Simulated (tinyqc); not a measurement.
## Via and link resistance from two via chains

Inverse problem. A chain of 1000 vias joined by 1000 metal links has R = 1000 (Rv + Rlink), with Rlink proportional to the link length. Find Rv, Rlink for length L, and the value of Rv that the short chain would give if the links were ignored.

resistance of chains of 1000 links with link lengths L and 3 L (ohm): [39200, 49600]

Solution. R per link is a straight line in the link length; its intercept at zero length is Rv.

Rv = 34.00 ohm
Rlink = 5.200 ohm
Rv without correction = 39.20 ohm

tinyqc, about 0.01 s, one thread, Intel Xeon 2.30GHz (shared host): `OMP_NUM_THREADS=1 python tinyqc.py 2750041 2750042 out.jsonl`
